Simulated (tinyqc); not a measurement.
Frenkel-Kontorova chain: a misfit dislocation (kink) in a monolayer on a periodic substrate: one step, computed by the program tinyqc. Command: `OMP_NUM_THREADS=1 python tinyqc.py 3003558 3003559 out.jsonl fkchain walk`. One thread of a shared host (Intel(R) Xeon(R) Processor @ 2.30GHz), about 0.02 s of CPU time with the checks.

E = sum_j [(k/2)(x_(j+1) - x_j - b)^2 + (W/2)(1 - cos(2 pi x_j/a))], x_j = a (j + u_j). A kink takes u from 0 to 1: the chain is stretched by one period and has one atom fewer than wells.

Question. Start between two atoms. Discrete chain at f = 0, ends held at u = 0 and 1: E = (k a^2/2) sum (u_(j+1) - u_j)^2 + (W/2) sum (1 - cos 2 pi u_j), gradient g_j = k a^2 (2 u_j - u_(j-1) - u_(j+1)) + pi W sin(2 pi u_j), Hessian 2 k a^2 + 2 pi^2 W cos(2 pi u_j) on the diagonal and -k a^2 beside it. Free atoms j = -n..n-1 start from the continuum shape centred half-way, at j + 1/2.

Inputs (values chosen for the exercise, for a model overlayer):
```
quantity,value,unit
spring constant k,6.18,eV/angstrom^2
substrate period a,3.29,angstrom
corrugation W,4.34,eV
atoms on each side n,9,-
```

kink width l0 = 2.776069

Give: u at the start; E at the start; gradient.

Answer.

u at the start: [0.00004, 0.00013, 0.00041, 0.00126, 0.00391, 0.01212, 0.03756, 0.11531, 0.32880, 0.67120, 0.88469, 0.96244, 0.98788, 0.99609, 0.99874, 0.99959, 0.99987, 0.99996]

E at the start = 15.049 eV

gradient (eV): [0.0005, -0.0013, -0.0039, -0.0120, -0.0373, -0.1141, -0.3126, -0.0424, 3.3732, -3.3732, 0.0424, 0.3126, 0.1141, 0.0373, 0.0120, 0.0039, 0.0013, -0.0005]

Caution: a corrugation above 1 eV is larger than real overlayers usually show; it is chosen to keep the kink narrow. Caution: for l0 below about 3 the kink spans few atoms, and the continuum kink energy is off by about 2 per cent or more.
